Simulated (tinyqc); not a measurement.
Inside a calculation. Model: p-n diode with diffusion and depletion-layer recombination.

Numbers from tinyqc (`OMP_NUM_THREADS=1 python tinyqc.py 2260042 2260043 out.jsonl`; about 0.01 s on one thread of a shared Intel Xeon 2.30GHz). Printed values are rounded.

Abrupt junction in the depletion approximation, low injection, full ionisation, neutral widths fixed, ohmic contact on the p side. Vj is the junction voltage; where a series resistance Rs is given, V = Vj + J Rs is the terminal voltage.

Inputs (values chosen for the exercise); band and dielectric values close to those of silicon:
- T = 300 K (temperature)
- Eg = 1.14 eV (band gap)
- eps_r = 11.6 (relative permittivity)
- Nc = 2.77e19 cm^-3 (conduction-band density of states at T)
- Nv = 2.68e19 cm^-3 (valence-band density of states at T)
- Na = 7.5e16 cm^-3 (acceptor density)
- Nd = 4.3e15 cm^-3 (donor density)
- mun = 830 cm^2/(V s) (electron mobility in the p side)
- mup = 430 cm^2/(V s) (hole mobility in the n side)
- tn = 6e-7 s (electron lifetime)
- tp = 3e-6 s (hole lifetime)
- wp = 7 um (neutral width of the p side)
- wn = 0.78 um (neutral width of the n side)
- Sp = 1e7 cm/s (recombination velocity at the n contact)
- Rs = 0.036 ohm cm^2 (series resistance)
- Et = -0.05 eV (trap level above the intrinsic level)
- Vj = 0.48 V (junction voltage at which recombination is evaluated)
- V = 0.91 V (terminal voltage)

Constants: q = 1.602176634e-19 C, kB = 1.380649e-23 J/K, Vt = kB T/q, eps0 = 8.8541878128e-14 F/cm where lengths are in cm. Results are converted to the units shown.

## Diffusion lengths and saturation currents

ni = sqrt(Nc Nv) exp(-Eg/(2 Vt)), Eg in volts; D = mu Vt; Ln = sqrt(Dn tn), Lp = sqrt(Dp tp); J0n = q ni^2 Dn coth(wp/Ln)/(Ln Na); J0p = (q ni^2 Dp/(Lp Nd)) (s + tanh(wn/Lp))/(1 + s tanh(wn/Lp)), s = Sp Lp/Dp.

ni = 7.23984e9 cm^-3
Ln = 35.8808 um
Lp = 57.7487 um
J0n = 3.47570e-12 A/cm^2
J0p = 2.74441e-10 A/cm^2

wp/Ln = 0.20 and wn/Lp = 0.014; holes carry 98.7 % of the diffusion current.

## Recombination in the depleted layer

ni = sqrt(Nc Nv) exp(-Eg/(2 Vt)), Eg in volts. Vbi = Vt ln(Na Nd/ni^2), W = sqrt(2 eps0 eps_r (Vbi - Vj)(1/Na + 1/Nd)/q), xp = W Nd/(Na + Nd), xn = W Na/(Na + Nd); u(x) = q Na (x + xp)^2/(2 eps0 eps_r) for x < 0 and Vbi - Vj - q Nd (xn - x)^2/(2 eps0 eps_r) for x > 0; p = Na exp(-u/Vt), n = Nd exp((u - Vbi + Vj)/Vt); U = ni^2 (exp(Vj/Vt) - 1)/(tp (n + ni exp(Et/Vt)) + tn (p + ni exp(-Et/Vt))); J_scr = q times the integral of U from -xp to xn. Trapezoid rule on 14 equal steps.

W = 297.790 nm

```
point   x (nm)     u (V)   n (cm^-3)   p (cm^-3)  U (cm^-3 s^-1)
0      -16.148  0.000000  8.09173e10      7.5e16      1.34861e17
1        5.123  0.024843  2.11539e11  2.86888e16      3.52551e17
2       26.394  0.062779  9.17655e11  6.61337e15      1.52835e18
3       47.665  0.097680  3.53986e12  1.71442e15      5.83929e18
4       68.935  0.129545  1.21425e13  4.99796e14      1.80437e19
5       90.206  0.158377  3.70382e13  1.63852e14      2.89736e19
6      111.477  0.184173  1.00463e14  6.04082e13      1.79727e19
7      132.748  0.206934  2.42315e14  2.50451e13      8.17891e18
8      154.018  0.226661  5.19722e14  1.16770e13      3.87484e18
9      175.289  0.243352  9.91240e14  6.12243e12      2.03827e18
10     196.560  0.257009  1.68114e15  3.60994e12      1.20279e18
11     217.830  0.267631  2.53539e15  2.39364e12      7.97725e17
12     239.101  0.275218  3.40018e15  1.78484e12      5.94884e17
13     260.372  0.279770  4.05487e15  1.49667e12      4.98851e17
14     281.643  0.281288      4.3e15  1.41135e12      4.70417e17
```

J_scr = 3.07394e-5 A/cm^2

With 2000 steps J_scr = 3.073e-5 A/cm^2; the coarse value is 0.026 % above it. U is largest at x = 90.2 nm among these points; the peak lies where tp n = tn p. On the fine grid U peaks at 2.903e19 cm^-3 s^-1, and J_scr/(q U_max) is 22.2 % of W, the effective width of the recombining zone.

## Starting value

Vj = V/2.

Vj at the start = 0.455 V

## Iteration 1: new Vj

J0 = J0n + J0p = 2.77917e-10 A/cm^2

Diffusion current alone: J = J0 (exp(Vj/Vt) - 1), g = Vj + J Rs - V, g' = 1 + Rs J0 exp(Vj/Vt)/Vt, Vj(new) = Vj - g/g'.

J = 0.0122343 A/cm^2
g = -0.454560 V
g' = 1.01704
Vj after iteration 1 = 0.901945 V

## Iteration 2: new Vj

As before.

J = 3.94389e5 A/cm^2
g = 14198.0 V
g' = 5.49204e5
Vj after iteration 2 = 0.876093 V

## Iteration 3: new Vj

As before.

J = 1.45088e5 A/cm^2
g = 5223.13 V
g' = 2.02042e5
Vj after iteration 3 = 0.850241 V

## Course of the iteration

Stop when the step is below 1e-10 V, or after 80 iterations.

Course of the iteration:
```
iteration  Vj before the step (V)  step (V)
1                           0.455     0.447
2                        0.901945   -0.0259
3                        0.876093   -0.0259
4                        0.850241   -0.0259
5                        0.824391   -0.0258
6                        0.798543   -0.0258
7                        0.772704   -0.0258
8                        0.746896   -0.0257
9                        0.721183   -0.0254
10                       0.695755   -0.0246
11                       0.671168   -0.0223
12                       0.648897   -0.0168
13                       0.632066  -8.05e-3
14                       0.624012  -1.43e-3
15                       0.622586  -3.75e-5
16                       0.622548  -2.50e-8
17                       0.622548   < 1e-13
```

Converged in 17 iterations. In 8 iterations the step is within 3 % of -Vt = -25.9 mV: far above the solution the exponential dominates and a Newton step lowers its exponent by one.
